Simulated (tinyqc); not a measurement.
# Hot electrons in a saturated n-channel MOSFET, lucky-electron model: effect of the junction depth

Beyond pinch-off the lateral field grows as Esat cosh(y/l) over the velocity-saturated region (pseudo-two-dimensional model). Impact ionisation in this region gives the substrate current, which biases the body forward through Rsub. Currents are per width. Local-field laws: they overstate ionisation when the field peak is narrower than an energy relaxation length.

Cox = 3.9 eps0/tox, l = sqrt(3 tox xj), Esat = 2 vs/mu. Overdrive g = Vg - VT + kb Vb; Vdsat = g Esat L/(g + Esat L); Id = Cox vs (g - Vdsat); dV = Vd - Id Rd - Vdsat; Em = sqrt((dV/l)^2 + Esat^2); Isub = Id (Ai/Bi) l Em exp(-Bi/Em). Vb = Rsub Isub is solved self-consistently. Lifetime tau = (Hl/Id)(Isub/Id)^(-m); 1 year = 3.15576e7 s.

Inputs (values chosen for the exercise); values close to those of silicon n-channel devices: channel length L = 0.5 um; oxide thickness tox = 9.6 nm; threshold VT = 0.62 V; effective mobility mu = 390 cm^2/(V s); saturation velocity vs = 8.4e6 cm/s; ionisation prefactor Ai = 2e6 1/cm; ionisation field Bi = 1.67 MV/cm; resistance of the lightly doped drain Rd = 700 ohm um; substrate resistance Rsub = 9600 ohm um; fall of VT per volt of forward body bias kb = 0.3; lifetime exponent m = 2.8; lifetime constant Hl = 12000 s uA/um; drain voltage Vd = 2.8 V; gate voltage Vg = 1.6 V.

Constants: eps0 = 8.8541878128e-14 F/cm where lengths are in cm. Results are converted to the units shown.

Results:
```
xj (nm),Id (uA/um),Em (MV/cm),Isub (uA/um),Isub/Id,tau (years)
64,95.947,0.47932,7.2546,0.075610,0.0054704
87,94.481,0.41275,4.0892,0.043280,0.026492
160,93.055,0.30650,0.99764,0.010721,1.3387
220,92.781,0.26248,0.40050,0.0043166,17.148
290,92.671,0.22964,0.16175,0.0017454,216.69
400,92.619,0.19685,0.048462,5.2324e-4,6324.4
```

Estimate the missing row, xj = 120 nm.

Computed row:
```
xj (nm),Id (uA/um),Em (MV/cm),Isub (uA/um),Isub/Id,tau (years)
120,93.536,0.35275,2.0417,0.021828,0.18191
```

With this row back in the table: As xj goes from 64 to 400 nm, Em falls from 0.479 to 0.197 MV/cm, Isub falls from 7.25 to 0.0485 uA/um and tau rises from 0.00547 to 6320 years. From the first row to the last, log10(tau) changes by 6.1: 6.0 from (Isub/Id)^(-m), which holds Em and l, and 0.015 from 1/Id. At xj = 400 nm tau is a far extrapolation that only says that hot carriers are no limit.

Numbers from tinyqc (`OMP_NUM_THREADS=1 python tinyqc.py 2550170 2550171 out.jsonl`; about 0.01 s on one thread of a shared Intel Xeon 2.30GHz).
